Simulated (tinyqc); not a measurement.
## Inductance and parasitic capacitance from two readings

Question. A loss-free coil L in parallel with C shows the apparent inductance L/(1 - w^2 L C), w = 2 pi f. Find L, C and the self-resonance 1/(2 pi sqrt(L C)).

apparent inductance at 1.2 and 2.7 GHz (nH): 7.9683902  15.837896

Solution. The inverse of the reading is 1/L - w^2 C, a straight line in w^2.

L = 7.100 nH
C = 270.0 fF
self-resonance = 3.635 GHz

Numbers from tinyqc (`OMP_NUM_THREADS=1 python tinyqc.py 2302141 2302142 out.jsonl`; about 0.01 s on one thread of a shared Intel Xeon 2.30GHz).
